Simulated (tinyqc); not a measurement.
Comparisons within one model: shallow donor in an anisotropic valley (effective-mass theory). A value that a table varies takes the place of the one given here.

One valley: H = -c [(d2/dx2 + d2/dy2)/mt + (d2/dz2)/ml] - q/(eps r), c = hbar^2/2m0, q = e^2/(4 pi eps0). Trial function exp(-sqrt((x^2 + y^2)/a^2 + z^2/b^2)) with a > b: T = (c/3)(2/(mt a^2) + 1/(ml b^2)), V = -(q/eps) atan(u/b)/u, u = sqrt(a^2 - b^2). The central cell of the impurity is left out.

Constants: hbar^2/2m0 = 3.80998211 eV angstrom^2; e^2/(4 pi eps0) = 14.39964547 eV angstrom; Ry = 13.60569312 eV; a0 (Bohr radius) = 0.5291772105 angstrom.

Parameters, chosen for this exercise (near those of a group-V donor in Si; not measured data):

| symbol | value | unit | meaning |
|---|---|---|---|
| mt | 0.191 | m0 | transverse mass |
| eps | 11 |  | dielectric constant |
| xs | (1.2, 2.1, 3.5, 4.8, 13, 28, 59, 97) |  | ratios ml/mt |
| E0 | -33.3 | meV | single-valley level |
| D0 | 2.5 | meV | central-cell shift |
| D1 | 2 | meV | coupling of perpendicular valleys |
| D2 | 0.93 | meV | coupling of opposite valleys |
| ml | 0.883 | m0 | longitudinal mass |

## Mass anisotropy

mt and eps fixed, ml varied. Energies in units of Ry*(mt) = Ry mt/eps^2 and lengths in a*(mt) = a0 eps/mt; the last two columns use one mass, 3/(1/ml + 2/mt) or (ml mt^2)^(1/3).

Results:

| ml/mt | a/a* | b/a | binding | conductivity mass | density-of-states mass |
|---|---|---|---|---|---|
| 1.20 | 0.962 | 0.937 | 1.062 | 1.059 | 1.063 |
| 2.10 | 0.862 | 0.768 | 1.259 | 1.212 | 1.281 |
| 3.50 | 0.788 | 0.642 | 1.446 | 1.312 | 1.518 |
| 4.80 | 0.749 | 0.575 | 1.565 | 1.358 | 1.687 |
| 13.0 | 0.652 | 0.407 | 1.935 | 1.444 | 2.351 |
| 28.0 | 0.598 | 0.313 | 2.206 | 1.474 | 3.037 |
| 59.0 | 0.558 | 0.242 | 2.449 | 1.487 | 3.893 |
| 97.0 | 0.537 | 0.205 | 2.596 | 1.492 | 4.595 |

What does this show?

The binding grows from 1.06 to 2.60 Ry*(mt); for ml going to infinity the exact problem becomes two-dimensional, with 4 Ry*. The conductivity mass saturates at 1.5 and underbinds, by 13 % at ml/mt = 4.8; the density-of-states mass errs by +8 % there and by +77 % in the last row. With these mt and eps one unit is 21.48 meV.

## Strain along [001] (shallow donor in effective-mass theory, with valley-orbit splitting)

Basis: the 1s envelopes of the valleys +x, -x, +y, -y, +z, -z. Diagonal E0 - D0, element -D2 between opposite valleys and -D1 between perpendicular ones. Strain along [001] adds 2 Ds/3 to the z valleys and -Ds/3 to the others.

Ground level, gap to the next level, weight in the z valleys and contact density (sum of amplitudes)^2/6.

Results:

| Ds (meV) | ground (meV) | gap (meV) | z weight | contact density | ground less band edge (meV) |
|---|---|---|---|---|---|
| -120 | -117.01 | 2.14 | 0.998 | 0.380 | -37.01 |
| -40 | -64.26 | 2.73 | 0.977 | 0.482 | -37.60 |
| -15 | -49.12 | 4.25 | 0.849 | 0.722 | -39.12 |
| -5 | -45.24 | 7.04 | 0.544 | 0.955 | -41.91 |
| 0 | -44.73 | 9.86 | 0.333 | 1.000 | -44.73 |
| 5 | -45.13 | 8.59 | 0.189 | 0.973 | -43.46 |
| 15 | -47.29 | 7.42 | 0.070 | 0.884 | -42.29 |
| 40 | -54.78 | 6.58 | 0.016 | 0.779 | -41.45 |
| 120 | -80.99 | 6.12 | 0.002 | 0.709 | -40.99 |

What can be read from the table?

The scale is the A1-E splitting 6 D1 = 12.0 meV. The contact density is largest without strain and falls to 0.380 and 0.709 at the ends, towards 1/3 (two valleys) and 2/3 (four valleys). The binding below the lowest band edge drops from 44.7 meV to 37.0 meV when the two z valleys are lowest and to 41.0 meV when the four others are, since fewer valleys share the coupling.

## What each parameter does

The minimum of the trial energy. Each row changes one parameter from the base and keeps the others.

Results:

| case | E (meV) | a (angstrom) | b (angstrom) | b/a |
|---|---|---|---|---|
| base | -33.30 | 22.95 | 13.37 | 0.583 |
| ml = 0.706 m0 | -31.50 | 23.79 | 14.99 | 0.630 |
| mt = 0.172 m0 | -30.75 | 25.07 | 14.08 | 0.562 |
| eps = 12.1 | -27.52 | 25.24 | 14.71 | 0.583 |

What does this show?

The largest shifts from the base row, up to three for each result and ties (the steps differ in size, so this ranks the rows, not the parameters). E (meV): eps +5.78, mt +2.55, ml +1.80. a (angstrom): eps +2.29, mt +2.12, ml +0.84. b (angstrom): ml +1.62, eps +1.34, mt +0.71. b/a: ml +0.047, mt -0.021; unchanged at the printed digits by eps. eps only rescales the solution (E as 1/eps^2, lengths as eps), so b/a depends on ml/mt alone.

tinyqc: `OMP_NUM_THREADS=1 python tinyqc.py 1282585 1282586 out.jsonl`; about 0.01 s, one thread, shared Intel(R) Xeon(R) Processor @ 2.30GHz.
